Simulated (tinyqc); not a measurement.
Coverage along the feature as the dose grows: atomic layer deposition: Langmuir saturation, growth per cycle and coating of deep features. Computed by tinyqc, a small Python program. Command: `OMP_NUM_THREADS=1 python tinyqc.py 3028914 3028915 out.jsonl ald walk`. One thread of a shared host (Intel(R) Xeon(R) Processor @ 2.30GHz), about 0.02 s of CPU time with the checks.

Precursor A sticks only on free sites, so a long enough pulse saturates; co-reactant B then frees the sites again.

Inputs (values chosen for the exercise, modelled on aluminium oxide from trimethylaluminium and water):
```
quantity,value,unit
precursor mass M,72,u
site density q,4.6,1/nm^2
sticking probability beta on free sites,0.02,-
precursor pressure p,1.5,Pa
temperature T,225,C
pulse time t,0.016,s
desorption energy E_d,1.79,eV
aspect ratio a,40,-
```

Feature: round hole.

Constants: u = 1.6605390666e-27 kg; k_B = 1.380649e-23 J/K; k_B = 8.617333262e-05 eV/K.

Method:
- Wall flux F = p/sqrt(2 pi M k_B T); rate of filling k_a = beta F/q; desorption k_d = 1e13 exp(-E_d/(k_B T)) per second. 1/m^2 = 1e-18/nm^2.
- Temperatures in kelvin are T(C) + 273.15.
- Diffusion-limited filling (Gordon) of a round hole of diameter w: a saturation front at depth z needs dz/dt = D_K n/(z (4q/w)), with Knudsen D_K = w c/3 and F = n c/4; including the entrance and floor terms, t = (q/F)(1 + 19a/4 + 3a^2/2). Reaction-limited filling needs ln(100)/k_a at any depth, k_a = beta F/q. Flow is molecular. The front picture holds when the modulus a sqrt(beta) is well above 1.
- Depth reached by the given pulse: solve the same formula for a. Exposure = p x diffusion-limited time; 1 langmuir = 1.33322e-4 Pa s.
- Continuum model with steady gas transport: d2n/dz2 = 3 beta (1 - th) n/d_h^2 (d_h the hydraulic diameter, n = 1 at the mouth, no flux at the floor, 60 cells), d th/dt = beta F n (1 - th)/q; no desorption. Times are multiples of the larger of the Gordon time and ln(100)/k_a.

diffusion-limited time = 0.571132 s

time to 99 % without desorption, ln(100)/k_a = 0.0507557 s

flux F = 20868.4 1/(nm^2 s)

modulus = 5.65685

Coverage:
```
multiple,t (s),top cell,quarter depth,half depth,three quarters,floor cell
0.05,0.02856,0.913,0.278,0.029,0.003,0.000
0.10,0.05711,0.993,0.589,0.084,0.008,0.001
0.20,0.11423,1.000,0.936,0.298,0.032,0.006
0.40,0.22845,1.000,1.000,0.853,0.199,0.039
0.60,0.34268,1.000,1.000,0.994,0.585,0.164
0.80,0.45691,1.000,1.000,1.000,0.917,0.501
1.00,0.57113,1.000,1.000,1.000,0.999,0.982
1.30,0.74247,1.000,1.000,1.000,1.000,1.000
```

What does the comparison show, and why?

At a multiple of 0.2 the coverage is 1.00 at the top and 0.01 at the floor. The coverage falls gradually with depth, without a sharp front. In the last row the floor reaches 1.000.
